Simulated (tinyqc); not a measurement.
Defect equilibria of an oxide against oxygen pressure (mass action): one step, computed by the program tinyqc. Command: `OMP_NUM_THREADS=1 python tinyqc.py 3000078 3000079 out.jsonl brouwer walk`. One thread of a shared host (Intel(R) Xeon(R) Processor @ 2.30GHz), about 0.01 s of CPU time with the checks.

Defects: oxygen vacancies V (charge +2), electrons n, holes p, the ionic partner X = O_i'' (charge -2), and the dopant. Activities are taken equal to concentrations.

Task: Solution at the given pressure. Neutrality: 2 [V] + p = n + 2 [X] + N_d. With n as the unknown, [V] = K_r/(n^2 P^(1/2)), p = K_i/n, [X] = K_s/[V]; the log ratio is ln(positive/negative). The root is found by 60 bisections in ln n between n = 1e-10 and 1e25 cm^-3.

Inputs (values chosen for the exercise, for a model oxide): dopant density N_d = 1.8e+17 cm^-3; temperature T = 1200 K; oxygen pressure P = 5e-05 atm.

Ionic disorder: anion Frenkel. Dopant (singly charged, fully ionised): acceptor.

K_r = 4.183998e+56 cm^-9 atm^(1/2)

K_i = 5.308710e+31 cm^-6

K_s = 3.380115e+33 cm^-6

Give: n; [V]; p; [X].

Result:

n = 4.9036e+19 cm^-3

[V] = 2.4608e+19 cm^-3

p = 1.0826e+12 cm^-3

[X] = 1.3736e+14 cm^-3

The largest terms give the Brouwer balance 2 [V] = n; the smaller of the two terms is 100 % of the total charge of one sign.
